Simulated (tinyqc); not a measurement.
# Capacitance of parallel on-chip lines from Laplace's equation on a mesh, step by step

Computed by the program tinyqc: `OMP_NUM_THREADS=1 python tinyqc.py 2790122 2790123 out.jsonl`, one thread of a shared Intel Xeon 2.30GHz, about 0.7 s for the whole run. Printed values are rounded.

Cross-section of an endless row of equal lines between two grounded planes; neighbours are driven in antiphase (+1 V and -1 V), so the plane midway between two lines is at 0 V. By symmetry one quarter is solved: x runs from the centre of a line (column 0, mirror) to that midplane (column 3, 0 V), y from the mid-height of the line (row 0, mirror) to the ground plane (row 4, 0 V). The line fills columns 0 to 1 and rows 0 to 2 at 1 V. Cells beside the line (below row 2) have e2, cells above have e1. Each link between nodes has the conductance g = mean permittivity of the two cells beside it (a cell beyond a mirror counts as 0), and the free nodes obey sum g (V_neighbour - V) = 0.

Parameters, values chosen for the exercise:
- e1 = 3.9 (relative permittivity above and below the lines)
- e2 = 7 (relative permittivity between the lines)
- om = 1.4 (over-relaxation factor)

Constants: eps0 = 8.8541878128e-12 F/m. Results are converted to the units shown.

## Link conductances

gx[j, i] joins node (row j, column i) to column i + 1, gy[j, i] to row j + 1.

gx:
```
	col 0	col 1	col 2
row 0	3.5	3.5	3.5
row 1	7	7	7
row 2	5.45	5.45	5.45
row 3	3.9	3.9	3.9
row 4	1.95	1.95	1.95
```

gy:
```
	col 0	col 1	col 2	col 3
row 0	3.5	7	7	3.5
row 1	3.5	7	7	3.5
row 2	1.95	3.9	3.9	1.95
row 3	1.95	3.9	3.9	1.95
```

## Iteration 1: relaxation sweep

V at the start (V):
```
	col 0	col 1	col 2	col 3
row 0	1	1	0	0
row 1	1	1	0	0
row 2	1	1	0	0
row 3	0	0	0	0
row 4	0	0	0	0
```

One sweep visits the free nodes row by row from row 0, left to right, and replaces V by V + om (weighted mean of the neighbours - V), using new values at once.

V after sweep 1 (V):
```
	col 0	col 1	col 2	col 3
row 0	1.000000	1.000000	0.350000	0.000000
row 1	1.000000	1.000000	0.472500	0.000000
row 2	1.000000	1.000000	0.562408	0.000000
row 3	0.350000	0.472500	0.362218	0.000000
row 4	0.000000	0.000000	0.000000	0.000000
```

## Iteration 2: relaxation sweep

As before.

V after sweep 2 (V):
```
	col 0	col 1	col 2	col 3
row 0	1.000000	1.000000	0.540750	0.000000
row 1	1.000000	1.000000	0.547105	0.000000
row 2	1.000000	1.000000	0.461704	0.000000
row 3	0.540750	0.477039	0.183673	0.000000
row 4	0.000000	0.000000	0.000000	0.000000
```

## Course of the relaxation

Stop when no node changes by 1e-7 V. C = 4 eps0 sum g (difference of V along the link)^2, in aF/um.

Course of the iteration:
```
sweep	C (aF/um)	largest change (V)
1	448.0731	0.562
2	422.7588	0.191
3	417.1566	0.0899
4	416.1971	0.0418
5	415.8866	0.0370
6	415.8421	0.0130
7	415.8363	4.29e-3
8	415.8353	1.38e-3
9	415.8352	3.94e-4
10	415.8352	1.24e-4
11	415.8352	8.20e-5
12	415.8352	6.30e-5
13	415.8352	2.08e-5
14	415.8352	7.61e-6
15	415.8352	2.93e-6
16	415.8352	7.80e-7
17	415.8352	2.71e-7
18	415.8352	1.84e-7
19	415.8352	6.15e-8
```

Converged in 19 sweeps. Over the last four sweeps the change shrinks by about 0.38 a sweep. C comes down from above, since the solution minimises the energy.

## Capacitance per length

converged V (V):
```
	col 0	col 1	col 2	col 3
row 0	1.000000	1.000000	0.492000	0.000000
row 1	1.000000	1.000000	0.484000	0.000000
row 2	1.000000	1.000000	0.444000	0.000000
row 3	0.459385	0.418769	0.215692	0.000000
row 4	0.000000	0.000000	0.000000	0.000000
```

C = 4 eps0 sum g (difference of V)^2 over all links (twice the energy of the four quarters, line at 1 V). Plate estimate without fringing: eps0 [2 e1 w/hd + 2 e2 t/(s/2)], w = 2 hx, t = 4 hx, s/2 = 2 hx, hd = 2 hx.

C = 415.8352 aF/um
plate estimate = 316.9799 aF/um

C depends on the shape only, not on the mesh step hx. Meshes 6, 12 and 24 times finer extrapolate (Aitken) to 396.8 aF/um; this mesh is 4.8 % above that, and the plate estimate is 20 % below it.
